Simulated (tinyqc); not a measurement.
Undoped gate-all-around wire MOSFET, analytic charge model: one step of the calculation.

An undoped round wire of radius R under an insulator shell and a surrounding gate; long channel, electrons only, n = ni exp((psi - V)/Vt) with V the quasi-Fermi potential (0 at the source, Vd at the drain), constant mobility, no quantisation. The radial Poisson equation gives n(r) = n(0)/(1 - (1 - b) r^2/R^2)^2 with b = Q0/(Q + Q0). Q is the electron charge per area of the wire surface.

Task. Charge at the source by Newton steps. With V = 0: f = Q/Cox + Vt ln(Q/Q0) + Vt ln(1 + Q/Q0) - (Vg - V0); f' = 1/Cox + Vt/Q + Vt/(Q + Q0); Q(new) = Q - f/f'.

Inputs (values chosen for the exercise):

| symbol | value | unit | meaning |
|---|---|---|---|
| T | 300 | K | temperature |
| Vg | 0.27 | V | gate voltage |

Constants: q = 1.602176634e-19 C, kB = 1.380649e-23 J/K, Vt = kB T/q. Results are converted to the units shown.

Q at the start = 26 nC/cm^2
Cox = 2.4028179 uF/cm^2
Q0 = 256.36628 nC/cm^2
V0 = 0.23858299 V

Wanted: f; f'; Q after iteration 1.

Result.

f = -0.077262 V
f' = 0.0015020 V cm^2/nC
Q after iteration 1 = 77.438 nC/cm^2

Program tinyqc, `OMP_NUM_THREADS=1 python tinyqc.py 2460065 2460066 out.jsonl`; Intel Xeon 2.30GHz, shared host, one thread, about 0.02 s.
